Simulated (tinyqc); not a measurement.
# IGBT as a p-i-n diode in series with a MOS channel, on-state and switching loss: effects of single changes

High injection (n = p) in a drift layer from x = -W/2 (anode) to +W/2 (cathode side), recombination only in the layer with lifetime tau, ideal emitters. The channel feeds the cathode side and carries the whole current. Auger recombination, carrier-carrier scattering, emitter losses and the carrier dip under the p body are left out.

Inputs (values chosen for the exercise); material values close to those of silicon: temperature T = 350 K; band gap Eg = 1.14 eV; conduction-band density of states at T Nc = 3.5e19 cm^-3; valence-band density of states at T Nv = 3.33e19 cm^-3; electron mobility mn = 997 cm^2/(V s); hole mobility mp = 342 cm^2/(V s); width of the drift layer W = 60 um; doping of the drift layer Nd = 1.5e14 cm^-3; high-injection lifetime tau = 0.48 us; current density J = 150 A/cm^2; channel and accumulation resistance Rch = 3.2 mohm cm^2; link voltage Vdc = 400 V; turn-off energy per stored charge and link voltage ks = 0.11; switching frequency f = 1 kHz.

Constants: q = 1.602176634e-19 C, kB = 1.380649e-23 J/K, Vt = kB T/q. Results are converted to the units shown.

Each table varies one quantity; the others keep the values above.

## Effect of the width of the drift layer

b = mn/mp, B = (b - 1)/(b + 1), La = sqrt(2 Vt mn mp tau/(mn + mp)), y = W/(2 La). n(x) = (tau J/(2 q La))[cosh(x/La)/sinh y - B sinh(x/La)/cosh y]. Vm = Vt [(8 b/(b + 1)^2)(sinh y/s) arctan(s sinh y) + B ln((1 + B tanh^2 y)/(1 - B tanh^2 y))], s = sqrt(1 - B^2 tanh^2 y); Vj = Vt ln(n(-W/2) n(W/2)/ni^2), ni = sqrt(Nc Nv) exp(-Eg/(2 Vt)), Eg in volts; Vc = J Rch; Von = Vm + Vj + Vc. Stored charge tau J, turn-off energy Eoff = ks tau J Vdc, loss at half duty 0.5 J Von + f Eoff. A unipolar device on the same layer has Vu = J (W/(q mn Nd) + Rch).

The same in every row: Eoff (mJ/cm^2) = 3.168.

Effect of the width of the drift layer:

| W (um) | y | Von (V) | Vu (V) | total loss (W/cm^2) |
|---|---|---|---|---|
| 24 | 0.4419 | 1.321 | 15.50 | 102.2 |
| 31 | 0.5708 | 1.315 | 19.89 | 101.8 |
| 41 | 0.7550 | 1.315 | 26.15 | 101.8 |
| 54 | 0.9943 | 1.327 | 34.29 | 102.7 |
| 70 | 1.289 | 1.357 | 44.30 | 104.9 |
| 92 | 1.694 | 1.426 | 58.07 | 110.2 |
| 120 | 2.210 | 1.577 | 75.60 | 121.4 |

Read the table: what changes, and by how much?

As W goes from 24 to 120 um, Von goes from 1.321 through a minimum of 1.315 (at W = 31 um among the rows listed) to 1.577 V, Eoff stays at 3.17 mJ/cm^2 and the total loss goes from 102.2 through a minimum of 101.8 (at W = 31 um among the rows listed) to 121.4 W/cm^2. Von is below Vu in 7 of the 7 rows. At W = 24 um the density at the anode passes 2e17 cm^-3, where Auger recombination and emitter losses matter.

## Effect of the switching frequency

Same model as above.

The same in every row: y = 1.105; Von (V) = 1.336; Vu (V) = 38.04; Eoff (mJ/cm^2) = 3.168.

Result of one run:

| f (kHz) | total loss (W/cm^2) |
|---|---|
| 28 | 188.9 |

What becomes of these results when the switching frequency f is changed from 28 to 60 kHz, all else the same?

Result of the changed run:

| f (kHz) | total loss (W/cm^2) |
|---|---|
| 60 | 290.3 |

The whole series:

| f (kHz) | total loss (W/cm^2) |
|---|---|
| 0.3 | 101.2 |
| 0.64 | 102.2 |
| 1.4 | 104.6 |
| 2.9 | 109.4 |
| 6.2 | 119.9 |
| 13 | 141.4 |
| 28 | 188.9 |
| 60 | 290.3 |

As f goes from 0.3 to 60 kHz, Von stays at 1.34 V, Eoff stays at 3.17 mJ/cm^2 and the total loss rises from 101 to 290 W/cm^2. Von is below Vu in 8 of the 8 rows.

## Effect of the channel and accumulation resistance

Same model as above.

The same in every row: y = 1.105; Eoff (mJ/cm^2) = 3.168.

Effect of the channel and accumulation resistance:

| Rch (mohm cm^2) | Von (V) | Vu (V) | total loss (W/cm^2) |
|---|---|---|---|
| 0.2 | 0.8862 | 37.59 | 69.63 |
| 0.4 | 0.9162 | 37.62 | 71.88 |
| 0.78 | 0.9732 | 37.68 | 76.16 |
| 1.5 | 1.081 | 37.79 | 84.26 |
| 3.1 | 1.321 | 38.03 | 102.3 |
| 6.1 | 1.771 | 38.48 | 136.0 |
| 12 | 2.656 | 39.36 | 202.4 |

As Rch goes from 0.2 to 12 mohm cm^2, Von rises from 0.886 to 2.66 V, Eoff stays at 3.17 mJ/cm^2 and the total loss rises from 69.6 to 202 W/cm^2. Von is below Vu in 7 of the 7 rows.

Numbers from tinyqc (`OMP_NUM_THREADS=1 python tinyqc.py 2590111 2590112 out.jsonl`; about 0.01 s on one thread of a shared Intel Xeon 2.30GHz).
